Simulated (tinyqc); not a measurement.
## Resistance of a source-drain extension with a graded tip: effect of the active doping of the extension far from the gate

y runs along the channel, the gate covers y > 0. The doping is N0 for y < y0 and N0 10^(-(y - y0)/la) beyond, uniform over the depth xj. Sheet conductance s(y) = q mu(N) max(N - Nch, 0) xj + (for y > 0) ma Cox Vo, with mu(N) = u0 + (u1 - u0)/(1 + (N/Nr)^au) and Cox = eps0 eox/tox. Current is taken as one-dimensional; depletion of the tip, spreading and the contact are left out. The metallurgical junction lies at yj, where N = Nch.

R_spacer = integral of dy/s from -Ls to 0, R_ov from 0 to yj, R_channel = (Lg - 2 yj)/(ma Cox Vo), R_total = 2 R_spacer + 2 R_ov + R_channel. Electrical length L_eff = ma Cox dR_total/d(1/Vo); R_series = R_total - L_eff/(ma Cox Vo).

Inputs (values chosen for the exercise); mobility law close to that of electrons in silicon:
```
symbol,value,unit,meaning
eox,7.46,,relative permittivity of the gate insulator (close to silicon nitride)
tox,5.9,nm,insulator thickness
la,4.1,nm/decade,lateral abruptness
y0,-0.6,nm,position under the gate where the fall begins (gate edge at 0)
xj,15,nm,depth of the extension
Nch,1.3e18,cm^-3,channel doping
Ls,19,nm,spacer length
Vo,0.81,V,gate overdrive
ma,99,cm^2/(V s),mobility of the gate-induced layer
u1,1414,cm^2/(V s),mobility at low doping
u0,68.5,cm^2/(V s),mobility at high doping
Nr,9.2e16,cm^-3,reference doping
au,0.711,,exponent
Lg,40,nm,gate length
```

Constants: q = 1.602176634e-19 C, eps0 = 8.8541878128e-14 F/cm where lengths are in cm. Results are converted to the units shown.

Results:

| N0 (cm^-3) | yj (nm) | R_spacer (ohm um) | R_ov (ohm um) | R_channel (ohm um) | R_total (ohm um) | L_eff (nm) | R_series (ohm um) |
|---|---|---|---|---|---|---|---|
| 2e19 | 4.267 | 43.72 | 23.65 | 350.5 | 485.2 | 33.96 | 106.9 |
| 3.1e19 | 5.047 | 29.85 | 25.26 | 333.1 | 443.3 | 32.45 | 81.84 |
| 4.7e19 | 5.788 | 20.63 | 26.39 | 316.6 | 410.6 | 31.00 | 65.34 |
| 7.2e19 | 6.548 | 14.02 | 27.22 | 299.7 | 382.2 | 29.50 | 53.61 |
| 1.1e20 | 7.303 | 9.477 | 27.80 | 282.9 | 357.4 | 27.99 | 45.61 |
| 2.6e20 | 8.834 | 4.198 | 28.48 | 248.8 | 314.1 | 24.94 | 36.36 |
| 4e20 | 9.601 | 2.771 | 28.67 | 231.7 | 294.5 | 23.40 | 33.87 |

Estimate the missing row, N0 = 1.7e20 cm^-3.

Computed row:

| N0 (cm^-3) | yj (nm) | R_spacer (ohm um) | R_ov (ohm um) | R_channel (ohm um) | R_total (ohm um) | L_eff (nm) | R_series (ohm um) |
|---|---|---|---|---|---|---|---|
| 1.7e20 | 8.078 | 6.294 | 28.21 | 265.6 | 334.6 | 26.45 | 40.02 |

With this row back in the table: As N0 goes from 2e19 to 4e20, R_total falls from 485 to 295 ohm um, L_eff falls from 34.0 to 23.4 nm and R_series falls from 107 to 33.9 ohm um.

Numbers from tinyqc (`OMP_NUM_THREADS=1 python tinyqc.py 2282277 2282278 out.jsonl`; about 0.03 s on one thread of a shared Intel Xeon 2.30GHz).
